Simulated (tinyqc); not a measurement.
Van der Pauw, Hall and four-point-probe measurements on a doped layer: correction factor against the shape of the sample.

A uniform n-type layer with sheet resistance Rs = 1/(q ns mu), point contacts, low field (mu B small).

Rs = 1/(q ns mu). For a rectangle with contacts at the corners, RA = (8 Rs/pi) sum_(k>=0) ln coth((2k + 1) pi a/(2 b)) with current along a short side b and voltage along the opposite one, RB the same with a and b exchanged. ar = a/b. F = Rs/[(pi/ln 2)(RA + RB)/2]; small-asymmetry estimate 1 - (ln 2/2) d^2 - ((ln 2)^2/4 - (ln 2)^3/12) d^4 with d = (RB - RA)/(RB + RA).

Inputs (values chosen for the exercise):
- ns = 1.3e12 cm^-2 (sheet density of the layer)
- mu = 1500 cm^2/(V s) (drift mobility)

Constants: q = 1.602176634e-19 C. Results are converted to the units shown.

Result of one run:

| RA (ohm) | RB (ohm) | RB/RA | F | estimate of F |
|---|---|---|---|---|
| 166.1 | 1930 | 11.62 | 0.6738 | 0.7082 |

Which side ratio a/b of a rectangular sample with corner contacts ar gave this result: 1.23, 1.46, 2.37 or 2.6?

ar = 1.46.

The whole series:

| ar | RA (ohm) | RB (ohm) | RB/RA | F | estimate of F |
|---|---|---|---|---|---|
| 1 | 706.2 | 706.2 | 1.000 | 1.000 | 1.000 |
| 1.23 | 342.2 | 1278 | 3.734 | 0.8718 | 0.8741 |
| 1.46 | 166.1 | 1930 | 11.62 | 0.6738 | 0.7082 |
| 1.69 | 80.62 | 2625 | 32.55 | 0.5221 | 0.6213 |
| 1.91 | 40.39 | 3309 | 81.92 | 0.4217 | 0.5862 |
| 2.14 | 19.61 | 4035 | 205.8 | 0.3484 | 0.5713 |
| 2.37 | 9.520 | 4766 | 500.6 | 0.2958 | 0.5653 |
| 2.6 | 4.622 | 5500 | 1190 | 0.2566 | 0.5628 |

RB/RA rises from 1.00 to 1190 and F falls from 1.00 to 0.257. The estimate is 5.1 % above F at a/b = 1.46 and 2.19 times it in the last row. RA shrinks about as exp(-pi a/b): by a factor of 2.06 between the last two rows, against 2.06.

Computed by the program tinyqc: `OMP_NUM_THREADS=1 python tinyqc.py 2850172 2850173 out.jsonl`, one thread of a shared Intel Xeon 2.30GHz, about 0.01 s for the whole run.
